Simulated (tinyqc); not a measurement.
# Resistance of a source-drain extension with a graded tip, step by step

Computed by the program tinyqc: `OMP_NUM_THREADS=1 python tinyqc.py 2282137 2282138 out.jsonl`, one thread of a shared Intel Xeon 2.30GHz, about 0.03 s for the whole run. Printed values are rounded.

y runs along the channel, the gate covers y > 0. The doping is N0 for y < y0 and N0 10^(-(y - y0)/la) beyond, uniform over the depth xj. Sheet conductance s(y) = q mu(N) max(N - Nch, 0) xj + (for y > 0) ma Cox Vo, with mu(N) = u0 + (u1 - u0)/(1 + (N/Nr)^au) and Cox = eps0 eox/tox. Current is taken as one-dimensional; depletion of the tip, spreading and the contact are left out. The metallurgical junction lies at yj, where N = Nch.

Parameters, values chosen for the exercise; mobility law close to that of holes in silicon: relative permittivity of the gate insulator (close to zirconium oxide) eox = 25.4; insulator thickness tox = 5.7 nm; active doping of the extension far from the gate N0 = 1.8e20 cm^-3; lateral abruptness la = 3.1 nm/decade; position under the gate where the fall begins (gate edge at 0) y0 = 2.8 nm; depth of the extension xj = 7 nm; channel doping Nch = 1.3e18 cm^-3; gate overdrive Vo = 0.59 V; mobility of the gate-induced layer ma = 84 cm^2/(V s); mobility at low doping u1 = 470.5 cm^2/(V s); mobility at high doping u0 = 44.9 cm^2/(V s); reference doping Nr = 2.23e17 cm^-3; exponent au = 0.719; gate length Lg = 40 nm.

Constants: q = 1.602176634e-19 C, eps0 = 8.8541878128e-14 F/cm where lengths are in cm. Results are converted to the units shown.

## Sheet resistances and junction position

yj = y0 + la log10(N0/Nch); sheet resistance of the full extension 1/[q mu(N0)(N0 - Nch) xj] and of the gate-induced layer 1/(ma Cox Vo); metallurgical length Lg - 2 yj; ye is where the doped and the gate-induced conductances are equal.

yj = 9.43812 nm
sheet resistance of the extension = 1032.39 ohm/square
sheet resistance of the induced layer = 5114.00 ohm/square
metallurgical length = 21.1238 nm
ye = 5.11886 nm
N at ye = 3.21553e19 cm^-3

The gate takes over 4.32 nm before the junction, where N is still 24.7 times the channel doping.

## Resistance of the overlapped part

Midpoint rule on 10 equal steps from 0 to yj: R_ov = sum h/s(y), per width.

```
point    y (nm)   N (cm^-3)  doped conductance (uS)  sheet resistance (ohm/square)
0      0.471906      1.8e20                 968.625                        858.984
1       1.41572      1.8e20                 968.625                        858.984
2       2.35953      1.8e20                 968.625                        858.984
3       3.30334  1.23852e20                 678.671                        1143.89
4       4.24715  6.14396e19                 352.493                        1824.70
5       5.19097  3.04785e19                 186.363                        2618.45
6       6.13478  1.51195e19                 99.9421                        3384.28
7       7.07859  7.50036e18                 53.1061                        4021.76
8       8.02240  3.72072e18                 25.6792                        4520.37
9       8.96621  1.84574e18                 7.42463                        4926.93
```

R_ov = 23.612 ohm um

The exact integral is 23.607 ohm um; the coarse sum is 0.018 % above it.
